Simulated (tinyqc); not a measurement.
# Chemical-mechanical planarisation: Preston law, pattern density and step-height reduction, step by step

A worked calculation. Computed by tinyqc, a small Python program that keeps every step. Command: `OMP_NUM_THREADS=1 python tinyqc.py 3004611 3004612 out.jsonl cmp walk`. One thread of a shared host (Intel(R) Xeon(R) Processor @ 2.30GHz), about 0.01 s of CPU time with the checks. Intermediate numbers are printed to about 6 digits and carried at full precision; extremes and crossings named in words are read from the listed rows.

A row of 12 cells, repeated periodically, holds raised features that cover a share rho of each cell.

Inputs (values chosen for the exercise, close to those used for oxide polishing):

| quantity | value | unit |
|---|---|---|
| Preston coefficient K | 1.1e-13 | 1/Pa |
| pressure P | 20 | kPa |
| platen and carrier speed | 110 | rpm |
| distance between the centres | 17 | cm |
| initial step height h0 | 700 | nm |
| contact height h_c | 140 | nm |
| film above the raised areas z0 | 1400 | nm |
| cell size | 1.4 | mm |
| planarisation length | 2.4 | mm |
| polish time t | 140 | s |

local pattern densities, cell by cell: 0.3  0.4  0.9  0.25  0.9  0.25  0.6  0.8  0.6  0.25  0.25  0.3

## Blanket rate

With equal rotation speeds the relative speed is uniform, v = omega r_c; Preston rate R0 = K P v.

relative speed v = 1.95826 m/s

blanket rate R0 = 4.30817 nm/s

## Effective density

The stiff pad averages the density: rho_eff(i) = sum_j w_ij rho_j / sum_j w_ij, w = exp(-2 d^2/L^2), L the planarisation length and d the distance between cell centres, summed over all periodic images of cell j.

normalised weights (images included) for cells 0, 1, 2, ... apart: 0.465432  0.235665  0.030592  0.001018  0.000009  0.000000  0.000000

effective densities: 0.340298  0.486972  0.609349  0.561366  0.583839  0.503510  0.573115  0.671615  0.553281  0.351247  0.274741  0.290667

Local densities span 0.25 to 0.9, effective ones 0.275 to 0.672.

## State at time t

While h > h_c only raised areas polish, at R0/rho_eff, until t_c = rho_eff (h0 - h_c)/R0. After that h = h_c exp(-(t - t_c)/tau), tau = rho_eff h_c/R0; low areas polish at R0 (1 - h/h_c) and raised areas at R0 [1 + (1 - rho_eff) h/(rho_eff h_c)]. Removed from raised areas after t_c: h0 - h_c + R0 (t - t_c) + (1 - rho_eff)(h_c - h); from low areas: R0 (t - t_c) - rho_eff (h_c - h). Film left = z0 less the removal from raised areas.

Cells:

| cell | rho_eff | t_c (s) | step h (nm) | removed, raised (nm) | removed, low (nm) | film left on raised areas (nm) |
|---|---|---|---|---|---|---|
| 1 | 0.340298 | 44.2339 | 0.0243 | 1064.92 | 364.943 | 335.081 |
| 2 | 0.486972 | 63.2993 | 1.0994 | 961.70 | 262.799 | 438.300 |
| 3 | 0.609349 | 79.2066 | 6.4982 | 874.06 | 180.559 | 525.939 |
| 4 | 0.561366 | 72.9694 | 3.5509 | 908.63 | 212.181 | 491.370 |
| 5 | 0.583839 | 75.8907 | 4.7712 | 892.47 | 197.242 | 507.529 |
| 6 | 0.503510 | 65.4490 | 1.4702 | 949.96 | 251.427 | 450.043 |
| 7 | 0.573115 | 74.4966 | 4.1559 | 900.19 | 204.345 | 499.811 |
| 8 | 0.671615 | 87.3003 | 12.5159 | 828.90 | 141.419 | 571.097 |
| 9 | 0.553281 | 71.9186 | 3.1742 | 914.43 | 217.603 | 485.571 |
| 10 | 0.351247 | 45.6570 | 0.0360 | 1057.25 | 357.284 | 342.752 |
| 11 | 0.274741 | 35.7124 | 0.0012 | 1110.82 | 410.825 | 289.176 |
| 12 | 0.290667 | 37.7825 | 0.0028 | 1099.68 | 399.678 | 300.325 |

range of film left across the row = 281.921 nm

largest remaining step = 12.5159 nm

thinnest film left = 289.176 nm

12 of 12 cells have reached contact. The cell with the lowest rho_eff has lost the most film from its raised areas.

## Local against global planarity over time

Times are multiples of h0/R0; the range is the largest minus the smallest removal from raised areas.

Steps and range (nm):

| multiple | t (s) | largest step | smallest step | range across the row | mean removal from raised areas |
|---|---|---|---|---|---|
| 0.10 | 16.248 | 595.774 | 445.215 | 150.559 | 157.98 |
| 0.20 | 32.496 | 491.547 | 190.430 | 301.117 | 315.95 |
| 0.30 | 48.745 | 387.321 | 32.524 | 381.414 | 463.34 |
| 0.45 | 73.117 | 230.982 | 2.122 | 352.124 | 635.10 |
| 0.60 | 97.489 | 87.777 | 0.138 | 306.536 | 770.18 |
| 0.80 | 129.986 | 19.803 | 0.004 | 284.312 | 919.60 |
| 1.00 | 162.482 | 4.468 | 0.000 | 279.279 | 1061.28 |
| 1.30 | 211.227 | 0.479 | 0.000 | 277.969 | 1271.63 |
| 1.70 | 276.219 | 0.024 | 0.000 | 277.820 | 1551.67 |

Local steps shrink to 0.024 nm or less, but the range across the row reaches up to 381.4 nm among these rows and ends at 277.8 nm, against the limit (largest - smallest rho_eff) h0 = 277.8 nm: once flat, all cells polish alike and the difference stays. Evener density (dummy fill), a longer planarisation length or a smaller initial step reduces it. Caution: in the last rows the removal passes z0 somewhere, so they describe a thicker film than the one given.

Checks made by the program: volume removed per cell equals R0 t (relative difference below 1e-10).
